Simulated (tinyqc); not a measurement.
# Fully depleted semiconductor-on-insulator film with two gates, non-linear Poisson equation by Newton steps: what changes with what

One dimension across the film, front interface at x = 0, back interface at x = ts. psi is counted from the intrinsic level, n = ni exp(psi/Vt) (source grounded), holes neglected, acceptors ionised. Gates act through Cox = eps0 eox/tox and Cbox = 3.9 eps0/tb with potentials G1 = Vg - (phiM - chi - Vt ln(Nc/ni)) and G2 = Vb - (phiB - chi - Vt ln(Nc/ni)). Classical Boltzmann densities, no interface charge, no depletion in the back plane.

Values chosen for this exercise; band and dielectric values close to those of silicon:

| symbol | value | unit | meaning |
|---|---|---|---|
| T | 250 | K | temperature |
| Eg | 1.11 | eV | band gap |
| eps_r | 11.9 |  | relative permittivity |
| Nc | 2.12e19 | cm^-3 | conduction-band density of states at T |
| Nv | 2.03e19 | cm^-3 | valence-band density of states at T |
| chi | 4.03 | eV | electron affinity |
| eox | 3.9 |  | relative permittivity of the gate insulator (close to silicon dioxide) |
| tox | 2.3 | nm | insulator thickness |
| ts | 19 | nm | film thickness |
| tb | 23 | nm | buried-oxide thickness (eps_r 3.9) |
| Na | 1e15 | cm^-3 | acceptor density of the film |
| phiM | 4.31 | eV | work function of the front gate |
| phiB | 4.53 | eV | work function of the back plane |
| Vb | 0 | V | back-gate voltage |

Constants: q = 1.602176634e-19 C, kB = 1.380649e-23 J/K, Vt = kB T/q, eps0 = 8.8541878128e-14 F/cm where lengths are in cm. Results are converted to the units shown.

Each table varies one quantity; the others keep the values above.

## Charge against front-gate voltage

ni = sqrt(Nc Nv) exp(-Eg/(2 Vt)), Eg in volts. The Poisson equation eps0 eps_r d2psi/dx2 = q (n + Na), with -eps0 eps_r dpsi/dx = Cox (G1 - psi) at x = 0 and eps0 eps_r dpsi/dx = Cbox (G2 - psi) at x = ts, is solved on 300 equal intervals with half boxes at both ends; N_inv is the trapezoid sum of n. Swing = ln 10/(d ln N_inv/dVg); the last column is (dN_inv/dVb)/(dN_inv/dVg).

Charge against front-gate voltage:
columns A: Vg (V); B: psi front (V); C: psi back (V); D: N_inv (cm^-2); E: centroid/ts; F: swing (mV/decade); G: q dN_inv/dVg over Cox; H: back/front leverage
```
A          B       C        D       E       F        G       H
-0.17  0.102  0.0916   2.28e4   0.461    59.3  9.45e-8   0.196
-0.02  0.241   0.201   8.29e6   0.354    57.9  3.52e-5   0.167
0.13   0.379   0.310   3.38e9   0.268    57.9   0.0143   0.144
0.28   0.490   0.384  3.06e11   0.186     145    0.518   0.119
0.43   0.536   0.398  1.27e12   0.124     395    0.787   0.102
0.58   0.560   0.401  2.44e12  0.0928     689    0.870  0.0959
0.73   0.577   0.403  3.69e12  0.0748     999    0.908  0.0930
0.88   0.589   0.403  4.98e12  0.0631  1.32e3    0.929  0.0913
1.03   0.598   0.404  6.30e12  0.0548  1.64e3    0.943  0.0902
```

What does the table show?

N_inv passes 1e11 cm^-2 at Vg = 0.226 V. The swing starts at 59.3 mV a decade, against (1 + k) Vt ln 10 = 53.5 for a front channel with k = Cs Cbox/(Cox (Cs + Cbox)) = 0.0787, Cs = eps0 eps_r/ts; above threshold this column is no longer a subthreshold swing. The centroid falls from 0.461 to 0.0548 of ts and the leverage of the back gate falls from 0.196 to 0.0902. For Vg = 0.43, 0.58, 0.73, 0.88, 1.03 the density at an interface exceeds 0.3 Nc, where Boltzmann statistics fail. For Vg = 0.43, 0.58, 0.73, 0.88, 1.03 the classical centroid lies within 3 nm of an interface, where confinement, left out, would push it away.

## Threshold and coupling against the film thickness

VT is the Vg for N_inv = 1e11 cm^-2; -dVT/dVb from the linearised equation. Limits with Cs = eps0 eps_r/ts: front channel Cs Cbox/(Cox (Cs + Cbox)), back channel Cbox (Cox + Cs)/(Cox Cs). Swing at N_inv = 1e8 cm^-2.

Results:
```
ts (nm)  VT (V)  centroid/ts at VT  -dVT/dVb  front-channel limit  back-channel limit  swing (mV/decade)
4         0.246              0.406     0.119               0.0946               0.157               55.7
5.6       0.241              0.375     0.123               0.0926               0.180               56.0
7.7       0.237              0.339     0.127               0.0901               0.210               56.4
11        0.233              0.293     0.130               0.0864               0.257               56.8
15        0.229              0.250     0.130               0.0824               0.314               57.2
29        0.221              0.166     0.123               0.0708               0.513               57.6
40        0.216              0.135     0.116               0.0637               0.670               57.6
```

Estimate the missing row, ts = 21 nm.

Computed row:
```
ts (nm)  VT (V)  centroid/ts at VT  -dVT/dVb  front-channel limit  back-channel limit  swing (mV/decade)
21        0.225              0.204     0.128               0.0770               0.399               57.5
```

With this row back in the table: As ts goes from 4 to 40, VT falls from 0.246 to 0.216 V, the centroid falls from 0.406 to 0.135 of ts and -dVT/dVb goes from 0.119 through a maximum of 0.130 (at ts = 15 among the rows listed) to 0.116. The coupling covers 38.6 % of the way from the front-channel to the back-channel limit in the first row and 8.56 % in the last. For ts = 4, 5.6, 7.7 the film is thin enough for confinement to raise VT, which is left out.

tinyqc, about 0.6 s, one thread, Intel Xeon 2.30GHz (shared host): `OMP_NUM_THREADS=1 python tinyqc.py 2190109 2190110 out.jsonl`
